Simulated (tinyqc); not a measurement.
Grain growth, pinning, strength and diffusional creep of a polycrystal or thin film. Changing the film thickness h. Computed by tinyqc, a small Python program. Command: `OMP_NUM_THREADS=1 python tinyqc.py 3004051 3004052 out.jsonl grain sweep`. One thread of a shared host (Intel(R) Xeon(R) Processor @ 2.30GHz), about 0.01 s of CPU time with the checks.

One mean grain size d describes the structure.

Inputs (values chosen for the exercise, modelled on nickel): shear modulus G = 82.5 GPa; Burgers vector b = 2.492 angstrom; boundary energy gamma = 0.83 J/m^2; mobility prefactor M0 = 1.4e-07 m^4/(J s); activation energy of boundary motion Q_m = 1.43 eV; anneal temperature T = 667 K; anneal time t = 1900 s; initial grain size d0 = 120 nm; particle volume fraction f = 0.00092; particle radius r = 2.2 nm; surface energy gamma_s = 2.6 J/m^2; friction stress sigma_0 = 27 MPa; Hall-Petch slope k_y = 0.16 MPa m^0.5.

Sample: thin film on a substrate.

Constants: k_B = 8.617333262e-05 eV/K.

Method:
- M = M0 exp(-Q_m/(k_B T)). The driving pressure is 2 gamma/d. Zener pinning pressure 3 f gamma/(2 r) stops growth at d_Z = 4 r/(3 f). Grooves where boundaries meet the surface have the angle theta = arcsin(gamma/(2 gamma_s)) and are taken to stop growth at d_h = h/(2 theta), a few film thicknesses; the limit is 1/d_lim = 1/d_Z + 1/d_h.
- dd/dt = 2 M gamma (1/d - 1/d_lim) integrates to 2 M gamma t = d_lim (d0 - d) + d_lim^2 ln[(d_lim - d0)/(d_lim - d)]; without pinning d^2 = d0^2 + 4 M gamma t.
- Hall-Petch term k_y/sqrt(d). Orowan term 3.06 x 0.4 G b ln(2 rbar/b)/(pi lambda sqrt(1 - nu)) with nu = 1/3, rbar = sqrt(2/3) r, lambda = rbar (sqrt(pi/f) - 2). Film term (threading dislocation, matched substrate, the geometry of an fcc (111) film taken for all cases): 3.464 G b ln(2 h/b)/(4 pi (1 - nu) h). The terms are added to sigma_0.

One run for each value:
```
film thickness h (nm)  limit d_lim (nm)  grain size d (nm)  yield stress (MPa)  film term (MPa)
77                                223.3             141.72              1419.7           709.48
150                               408.0             153.51              1095.6           401.99
290                               704.6             159.59               913.0           227.25
560                              1128.5             162.76               809.5           127.67
1100                             1652.6             164.43               750.0            70.21
2100                             2144.5             165.26               718.2            39.40
4000                             2539.4             165.69               700.3            22.05
```

Over the rows, limit d_lim (nm) rises from 223 to 2540 (exponent d ln y / d ln x 0.90 between the first rows and 0.26 between the last); grain size d (nm) rises from 142 to 166 (exponent d ln y / d ln x 0.12 between the first rows and 0.0041 between the last); yield stress (MPa) falls from 1420 to 700 (exponent d ln y / d ln x -0.39 between the first rows and -0.039 between the last).  Left out: 40.0 (d0 is within 15 % of the limit or above it).

Caution (rows 560, 1100, 2100, 4000): the grains are smaller than the film is thick, so they are not columnar, and the groove drag and film term are overstated.
